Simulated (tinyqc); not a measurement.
Pressure series at fixed power: global model of a low-pressure process discharge: electron temperature, density, ion flux and ion energy. Computed by tinyqc, a small Python program. Command: `OMP_NUM_THREADS=1 python tinyqc.py 3112942 3112943 out.jsonl plasma walk`. One thread of a shared host (Intel(R) Xeon(R) Processor @ 2.30GHz), about 0.01 s of CPU time with the checks.

Maxwellian electrons with temperature T_e in eV, one positive ion, no negative ions, uniform bulk density n; rate constants have the Arrhenius form.

Inputs (values chosen for the exercise, of the order of those of an inductive discharge in a simple atomic gas):
```
quantity,value,unit
ion mass M,35.5,u
ionisation prefactor K0,2.9e-14,m^3/s
ionisation energy E_iz,17.3,eV
excitation prefactor X0,1.3e-14,m^3/s
excitation energy E_ex,10.8,eV
elastic rate constant K_el,1.5e-13,m^3/s
ion-neutral cross section,1.1e-18,m^2
gas temperature T_g,500,K
radius R,10,cm
height L,12,cm
absorbed power P,880,W
```

Constants: k_B = 1.380649e-23 J/K; e = 1.602176634e-19 C; u = 1.6605390666e-27 kg; m_0 = 9.1093837015e-31 kg.

Method:
- n_g = p/(k_B T_g), lambda_i = 1/(n_g sigma), K_iz = K0 exp(-E_iz/T_e), h_L = 0.86/sqrt(3 + L/(2 lambda_i)), h_R = 0.8/sqrt(4 + R/lambda_i), A_eff = 2 pi R^2 h_L + 2 pi R L h_R and d_eff = pi R^2 L/A_eff follow p.
- Particle balance: K0 exp(-E_iz/T_e) n_g d_eff = u_B, u_B = sqrt(e T_e/M).
- E_c = E_iz + (X0 exp(-E_ex/T_e) E_ex + K_el (3 m_0/M) T_e)/K_iz; E_T = E_c + (5/2) T_e + (T_e/2) ln(M/(2 pi m_0)); n = P/(e u_B A_eff E_T); J = e h_L n u_B. Pressures without a root below 2 E_iz are left out.

Against pressure:
```
p (Pa),T_e (eV),E_c (eV),E_T (eV),n (1/cm^3),J (mA/cm^2)
0.1,9.8231,26.70,96.64,2.0884e+11,7.475
0.2,6.1716,31.20,75.15,3.8068e+11,9.693
0.5,4.1601,40.46,70.08,6.3324e+11,10.518
1.0,3.3196,51.75,75.38,8.4352e+11,9.850
2.0,2.7520,69.03,88.62,1.0511e+12,8.421
5.0,2.2395,106.72,122.67,1.2804e+12,6.106
10.0,1.9621,153.43,167.40,1.3983e+12,4.481
20.0,1.7460,226.04,238.48,1.4613e+12,3.147
```

What does the comparison show, and why?

T_e falls from 9.82 to 1.75 eV, n changes by a factor 7.0 and J by 0.42; in J = P h_L/(A_eff E_T), E_T changes by a factor 2.47 and is least at 0.5 Pa, between wall losses at high T_e and excitation losses at low T_e.

Extremes, crossings and ranges named in words are read from the listed rows.
